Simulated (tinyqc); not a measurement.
Valley splitting of a silicon quantum well in envelope theory, step by step. Values are carried at full precision from step to step, so a last printed digit may differ when a step is redone from the rounded ones.

Constants: hbar^2/2m0 = 3.80998211 eV angstrom^2; kB = 8.617333262e-05 eV/K.

Inputs chosen for the exercise (near those of a strained Si well in SiGe; shifted at random, so the results belong to these values and not to a real crystal):
- k0 = 0.841 2 pi/a (valley position)
- a = 5.431 angstrom (lattice constant)
- ml = 0.919 m0 (mass along z)
- F = 13.3 mV/nm (field pressing towards the upper interface)
- w = 0.6 angstrom (interface width parameter)
- L = 66 angstrom (well width)
- V0 = 0.21 eV (conduction offset)
- C0 = 0.269 (Bloch overlap factor)
- Yb = 0.3 (Ge share of the barrier)
- Yw = 0.05 (Ge share of the well)
- ad = 110 angstrom (dot radius)

## Wave number and lengths

q = 2 k0 (2 pi/a), its wavelength, the field length (c/(ml e F))^(1/3) with c = hbar^2/2m0 and 1 mV/nm = 1e-4 eV/angstrom, and the damping factor y/sinh(y), y = pi q w, of a step smoothed as 1/(1 + exp(z/w)).

q = 1.9459 1/angstrom
wavelength = 3.229 angstrom
field length = 14.6 angstrom
damping factor = 0.187

## The envelope

The well lies at 0 < z < L; U(z) = V0 [1/(1 + exp(z/w)) + 1/(1 + exp((L - z)/w))] - e F z, 1 mV/nm = 1e-4 eV/angstrom. The envelope psi solves -(c/ml) psi'' + U psi = E psi, c = hbar^2/2m0, by three-point differences on a grid of 0.1 angstrom from -40 to L + 40 angstrom. The two valleys at +/- k0 couple through D = C0 times the integral of exp(-i q z) U(z) psi^2, q = 2 k0 (2 pi/a), and split by Ev = 2|D|.

Two lowest levels, mean position, and psi^2 at both interfaces.

levels (meV): -48.21  -13.36

<z> = 47.8 angstrom
psi^2 at z = 0 and L (1/angstrom): 1.29e-05  0.00603

The field makes psi^2 at the upper interface 466 times that at the lower one. The orbital spacing is 34.8 meV.

## Contributions to the coupling

Split D into the lower barrier, the upper barrier and the field term.

Parts of D (micro-eV):

| part | real | imaginary | size |
|---|---|---|---|
| lower barrier | 0.059 | 0.046 | 0.075 |
| upper barrier | -31.075 | 15.732 | 34.830 |
| field term | -0.399 | 0.126 | 0.418 |

## Valley splitting and phase

The inter-valley coupling D is the sum of the complex parts; Ev = 2|D|, the valley phase is arg D, and kB T equals Ev at T = Ev/kB.

Ev = 70.4 micro-eV
phase = 2.67 rad
T = 0.82 K

The upper barrier gives the largest part.

## Alloy disorder

Random alloy: with Y(z) = Yw + (Yb - Yw) B(z), B the bracket in U, and in-plane density exp(-r^2/ad^2)/(pi ad^2), D gains a random complex part of variance sigma^2 = (C0^2/pi)(a^2 V0/(8 ad (Yb - Yw)))^2 (4/a) times the integral of psi^4 Y (1 - Y). Alone it gives a mean splitting sqrt(pi) sigma; together with the smooth part the rms splitting is 2 sqrt(|D|^2 + sigma^2).

Give the integral, sigma, the mean splitting from disorder alone and the rms total.

integral = 0.00136 1/angstrom
sigma = 135.0 micro-eV
sqrt(pi) sigma = 239.3 micro-eV
rms splitting = 279.0 micro-eV

|D|/sigma = 0.26: disorder dominates, so the splitting scatters from dot to dot down to zero.

## Checks

- Lowest level for sharp walls and no field against the square well, meV: both 7.3.
- Size of one barrier part in that case against C0 V0 psi(0)^2/sqrt(q^2 + 4 kappa^2), micro-eV: both 26.

tinyqc: `OMP_NUM_THREADS=1 python tinyqc.py 1280327 1280328 out.jsonl`; about 0.07 s, one thread, shared Intel(R) Xeon(R) Processor @ 2.30GHz.
